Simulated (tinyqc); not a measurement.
Worked calculation: plane-wave Kohn-Sham cycle with exchange-only LDA in a layered model solid. Computed by tinyqc, a small Python program that keeps every step. Settings: points = 16, plane-wave index or count = 3, electrons = 2, k points = 4, area = 9.0, mixing = 0.8, iteration cap = 70, Kerker q0 = 0.63. Command: `OMP_NUM_THREADS=1 python tinyqc.py 21055 21056 out.jsonl` (the two numbers bound the seeds that draw the settings). One thread of a shared host (Intel(R) Xeon(R) Processor @ 2.60GHz), about 0.06 s of CPU time with the checks.

A solid whose potential varies along x alone (atomic units):
```
parameter                      value
period a                    8.400000
cross-section of the cell   9.000000
electrons per cell                 2
grid points                       16
plane waves -n..n, n               3
k points                           4
V1 in V1 cos(2 pi x/a)     -0.400000
```

Stop when sqrt(dV sum R^2) is below 1e-8, dV = a A/N.

Course of the cycle:
```
iteration  E (hartree)  norm of the residual
1          -0.80551834              2.44e-01
2          -0.53452703              5.61e-02
3          -0.53255115              1.54e-02
4          -0.53233892              9.26e-03
5          -0.53232114              6.99e-03
6          -0.53229606              6.53e-03
7          -0.53228640              5.93e-03
8          -0.53227123              5.45e-03
9          -0.53226373              5.00e-03
10         -0.53225348              4.58e-03
11         -0.53224789              4.20e-03
...                ...                   ...
60         -0.53381752              3.22e-02
61         -0.53707105              5.54e-02
62         -0.54590475              9.02e-02
63         -0.56501664              1.32e-01
64         -0.59188590              1.68e-01
65         -0.61268248              1.87e-01
66         -0.62135895              1.94e-01
67         -0.62368142              1.96e-01
68         -0.62420141              1.96e-01
69         -0.62430604              1.97e-01
70         -0.62432684              1.97e-01
```

Can the last value be used, and what does the course show?

Not by the stop rule. Not converged within 70 iterations: the residual wanders without falling. Reruns (cap 100 unless said): mixing 0.1: not converged; mixing 0.5, Kerker q0 1.0: converged in 39 (E = -0.53221); mixing 0.3, Pulay depth 5: converged in 21 (E = -0.53221); the original settings with a cap of 400: not converged.
